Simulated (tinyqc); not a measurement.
Donors on two lattice sites with valley-orbit split states: sweeps and comparisons. A value that a table varies takes the place of the one given here.

Each donor binds at most one electron, in any of its states. For a site s, W_s = sum over its states of g exp(E/kT), and the ionised share is 1/(1 + W_s exp(eta)), eta = (EF - Ec)/kT; n = Nc F_1/2(eta); neutrality n + NA = ND x (mean ionised share, the two sites in equal numbers); holes are neglected. Nc from N = 2 (m kB T/(4 pi c))^(3/2) with c = hbar^2/2m0, in 1/angstrom^3; times 1e24 for 1/cm^3, m = md. F_j(eta) = (1/Gamma(j + 1)) integral_0^infinity x^j dx/(1 + exp(x - eta)), which tends to exp(eta) for eta << 0.

Mobility (Caughey-Thomas form): mu = mu0 + (mu1 (T/300)^(-ga) - mu0)/(1 + ((ND + NA)/Nr)^de); rho = 1/(e n mu), e = 1.602176634e-19 C.

Constants: hbar^2/2m0 = 3.80998211 eV angstrom^2; kB = 8.617333262e-05 eV/K.

Parameters, chosen for this exercise (near those of nitrogen in 4H-SiC; the results hold for these values, not for the real material):
- md = 0.808 m0 (density-of-states mass of the conduction band)
- E = (62, 55.1, 122.2, 76.3) meV (binding energies of h ground, h excited, k ground, k excited)
- g = (2, 4, 2, 4) (their degeneracies with spin)
- ND = 5.1e+17 1/cm^3 (donors, half on each site)
- NA = 0 1/cm^3 (compensating acceptors, all ionised)
- T = 500 K
- mu0 = 43 cm^2/(V s) (mobility at heavy doping)
- mu1 = 947 cm^2/(V s) (mobility at light doping and 300 K)
- Nr = 1.9e+17 1/cm^3 (reference doping)
- de = 0.61 (doping exponent)
- ga = 2.4 (temperature exponent)

## What the excited states change

The last columns keep only the ground state of each site (g = 2).

Results:
```
T (K),"effective degeneracy, h site",eta,n (1/cm^3),"n, ground states only",ratio
40,2.54,-10.08,3.71e+13,4.18e+13,0.887
60,3.05,-7.48,9.17e+14,1.13e+15,0.810
80,3.47,-6.27,4.74e+15,6.23e+15,0.762
110,3.93,-5.37,1.88e+16,2.59e+16,0.725
150,4.35,-4.84,5.07e+16,7.05e+16,0.719
200,4.68,-4.58,1.01e+17,1.35e+17,0.751
250,4.90,-4.48,1.56e+17,1.97e+17,0.795
300,5.06,-4.45,2.11e+17,2.56e+17,0.826
400,5.27,-4.51,3.07e+17,3.56e+17,0.861
500,5.41,-4.65,3.74e+17,4.20e+17,0.889
```

What does this show, and why?

The effective degeneracy grows from 2.54 to 5.41. Excited states hold electrons back, so the ratio is never above 1; it is lowest, 0.719, at 150 K of those listed, and 0.826 at 300 K. At low T the excited states empty out, and at high T more donors are ionised (n is 73 % of ND - NA in the last row), so the effect is largest in between.

## Ionisation and resistivity against doping

NA = 0.

Results:
```
ND (1/cm^3),n (1/cm^3),n/ND,mu (cm^2/(V s)),rho (ohm cm),rho at full ionisation
1.0e+14,1.00e+14,1.000,276,227,226
1.0e+15,9.99e+14,0.999,269,23.3,23.2
1.0e+16,9.90e+15,0.990,244,2.58,2.55
3.0e+16,2.91e+16,0.971,220,0.972,0.944
1.0e+17,9.15e+16,0.915,183,0.372,0.341
3.0e+17,2.42e+17,0.807,144,0.179,0.144
1.0e+18,6.26e+17,0.626,106,0.0945,0.0591
2.0e+18,1.02e+18,0.511,88,0.0693,0.0354
```

What can be read from the table?

From 1e16 to 1e18 1/cm^3 rho falls by a factor 27.3, not 100: the mobility takes a factor 2.32 and incomplete ionisation 1.58. n/ND is below 0.9 from 3e+17 1/cm^3 on. Near 1e19 1/cm^3 and above the levels merge with the band, and already below that screening lowers the binding energy, so the last rows understate n.

## Compensation sets the slope of the freeze-out

NA = K ND. The slope energy is -d ln(n T^(-p))/d(1/kT) between 50 and 60 K, with p = 3/4 for K = 0 and p = 3/2 otherwise.

Results:
```
K,n(50 K) (1/cm^3),n(60 K) (1/cm^3),slope energy (meV)
0,2.52e+14,9.17e+14,29.88
0.0010,1.03e+14,6.96e+14,42.27
0.010,1.22e+13,1.57e+14,59.08
0.050,2.24e+12,2.97e+13,59.79
0.20,3.73e+11,4.96e+12,59.82
0.50,2.73e+08,1.21e+10,91.01
```

What does this show, and why?

Without acceptors the slope is 29.88 meV, against half the h-site ground-state energy, 31.00; with K = 0.05 it is 59.79 meV, against the full 62. The full energy (less a few meV where excited levels lie within a few kT) shows where n is far below NA, since the acceptors then hold EF near the donor level: n(60 K)/NA is 1.4 for K = 0.001 and 0.0012 for K = 0.05; for K = 0.001 the sample is still in or near the uncompensated regime, where p = 3/2 is the wrong power, so that slope means little. At K = 0.5 the acceptors have taken as many electrons as there are h sites, EF sits between the two levels, and the slope is 91.0 meV against their mean of 92.1.

## What moves the carrier density

All results formed anew. Each row changes one parameter from the base and keeps the others.

Results:
```
case,eta,n (1/cm^3),rho (ohm cm)
base,-4.650,3.738e+17,0.1324
"E = (67, 55.1, 122.2, 76.3) meV",-4.653,3.724e+17,0.1329
md = 0.889 m0,-4.765,3.845e+17,0.1287
ND = 1.02e+18 1/cm^3,-4.117,6.350e+17,0.09358
NA = 5.1e+16 1/cm^3,-4.764,3.335e+17,0.1521
T = 530 K,-4.698,3.887e+17,0.1418
Nr = 3.8e+17 1/cm^3,-4.650,3.738e+17,0.1114
```

What can be read from the table?

The largest shifts from the base row, up to three for each result and ties (the steps differ in size, so this ranks the rows, not the parameters). eta: ND +0.532, md -0.115, NA -0.114; unchanged at the printed digits by Nr. n (1/cm^3): ND +2.61e+17, NA -4.03e+16, T +1.49e+16; unchanged at the printed digits by Nr. rho (ohm cm): ND -0.0388, Nr -0.0210, NA +0.0197.

Computed by tinyqc, a small Python program: `OMP_NUM_THREADS=1 python tinyqc.py 1651290 1651291 out.jsonl` (the numbers bound the seed that draws the inputs); one thread of a shared host (Intel(R) Xeon(R) Processor @ 2.30GHz), about 0.02 s for the whole set of steps.
